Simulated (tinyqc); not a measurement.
Raising D: domain walls in a thin film with perpendicular anisotropy: Bloch, Neel and chiral walls, motion and stripe domains. Computed by tinyqc, a small Python program. Command: `OMP_NUM_THREADS=1 python tinyqc.py 3006903 3006904 out.jsonl mwall walk`. One thread of a shared host (Intel(R) Xeon(R) Processor @ 2.30GHz), about 0.01 s of CPU time with the checks.

One-dimensional wall: polar angle theta(x), azimuth phi of the moment in the wall (phi = 0 Neel, 90 degrees Bloch). mu_0 = 1.25663706212e-6 T m/A, gamma = 1.76085963023e11 rad/(s T).

Inputs (values chosen for the exercise, for a model film): saturation magnetisation M_s = 918 kA/m; exchange stiffness A = 9.4 pJ/m; uniaxial anisotropy K_u = 1380 kJ/m^3; DMI constant D = 0.099 mJ/m^2; thickness t = 2.9 nm.

Method. K_eff = K_u - mu_0 M_s^2/2; Delta = sqrt(A/K_eff); sigma_0 = 4 sqrt(A K_eff); profile theta = 2 arctan exp(x/Delta); quality factor Q = 2 K_u/(mu_0 M_s^2). sigma(phi) = sigma_0 + 2 Delta K_D cos^2(phi) - pi D cos(phi), with the wall shape anisotropy K_D = N_x mu_0 M_s^2/2, N_x = t ln 2/(pi Delta). The minimum has cos(phi) = D/D_N for D < D_N = 4 Delta K_D/pi and phi = 0 beyond; sigma turns negative at D_c = (sigma_0 + 2 Delta K_D)/pi.

D_N = 0.431369 mJ/m^2

D_c = 3.81576 mJ/m^2

width parameter Delta = 3.32450 nm

sigma_0 = 11.3100 mJ/m^2

Wall against D; the last column is the Kaplan-Gehring width, log10[0.955 t exp(pi sigma/(mu_0 M_s^2 t))/nm], with a dash where it falls below 10 Delta and the formula fails:
```
D (mJ/m^2)  phi (degrees)  sigma (mJ/m^2)  sigma/sigma_0  log10 domain width
0.086              78.500          11.283        0.99762              5.4550
0.220              59.336          11.134        0.98442              5.3887
0.350              35.770          10.864        0.96056              5.2688
0.760               0.000           9.600        0.84880              4.7073
1.500               0.000           7.275        0.64325              3.6745
2.300               0.000           4.762        0.42104              2.5579
3.100               0.000           2.249        0.19882                   -
3.400               0.000           1.306        0.11549                   -
```

What follows from these numbers?

D_N is 11 % of D_c, so a small D fixes the chirality long before it lowers the energy much. Beyond D_N sigma falls by pi per unit of D, and the domain width, which has sigma in an exponent, drops by 2.9 decades over the valid rows (values above 6 mean a single domain in any device). Caution: the formula for N_x assumes a film much thinner than the wall width.

Extremes, crossings and ranges named in words are read from the listed rows.
